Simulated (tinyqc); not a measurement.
Arrhenius fit: deep-level transient spectroscopy (DLTS) of one majority-carrier trap. Computed by tinyqc, a small Python program. Command: `OMP_NUM_THREADS=1 python tinyqc.py 3002112 3002113 out.jsonl dlts walk`. One thread of a shared host (Intel(R) Xeon(R) Processor @ 2.30GHz), about 0.05 s of CPU time with the checks.

A filling pulse loads the traps in a one-sided junction; under reverse bias they empty at the rate e, and the capacitance relaxes as C(t) = C_0 - dC exp(-e t). The signal is S = [C(t_2) - C(t_1)]/dC.

Inputs (values chosen for the exercise, with mass and screening modelled on CdS): density-of-states mass m = 0.192 m_0; valleys M = 1; trap depth E_t = 0.216 eV; cross-section sigma_0 = 1.4e-16 cm^2; degeneracy ratio g = 1; gate time t_1 = 0.002 s; ratio t_2/t_1 = 2.5.

Carriers: electrons. Extra term: none.

Constants: k_B = 8.617333262e-05 eV/K; k_B = 1.380649e-23 J/K; m_0 = 9.1093837015e-31 kg; h = 6.62607015e-34 J s.

Method:
- e = g sigma v N_b exp(-E/k_B T), v = sqrt(3 k_B T/m), N_b = 2 M (2 pi m k_B T/h^2)^(3/2), sigma = sigma_0, E = E_t.
- S(e) = exp(-e t_1) - exp(-e t_2) peaks at the rate window e_0 = ln(t_2/t_1)/(t_2 - t_1).
- t_1 is scaled by 0.1, 0.3, 1, 3, 10 and 30 at fixed t_2/t_1; each T_p by bisection.
- Least squares of ln(e_0/T_p^2) on 1/(k_B T_p): slope -E_a, intercept ln(gamma sigma_a) with gamma = v N_b/T^2 = sqrt(3 k_B/m) 2 M (2 pi m k_B/h^2)^(3/2). For comparison, the slope of ln e_0 alone.

Arrhenius data:
```
t_1 (s)  e_0 (1/s)  T_p (K)  1/(k_B T_p) (1/eV)  ln(e_0/T_p^2)
0.0002     3054.30  182.103             63.7251       -2.38484
0.0006     1018.10  170.192             68.1849       -3.34816
0.0020      305.43  158.721             73.1128       -4.41257
0.0060      101.81  149.461             77.6424       -5.39096
0.0200       30.54  140.425             82.6388       -6.47020
0.0600       10.18  133.041             87.2249       -7.46080
```

apparent depth E_a = 0.21600 eV

intercept = 11.380

gamma = 6.2524e+20 cm^-2 s^-1 K^-2

apparent cross-section = 1.4000e-16 cm^2

slope without T^2 = 0.24268 eV

What does the comparison show, and why?

The apparent depth is 0.2160 eV against E_t = 0.216 eV, and the apparent cross-section is 1.00 times sigma_0: both inputs are recovered. Leaving out the T^2 factor overstates the slope by 27 meV, about 2 k_B T_p.

Extremes, crossings and ranges named in words are read from the listed rows.
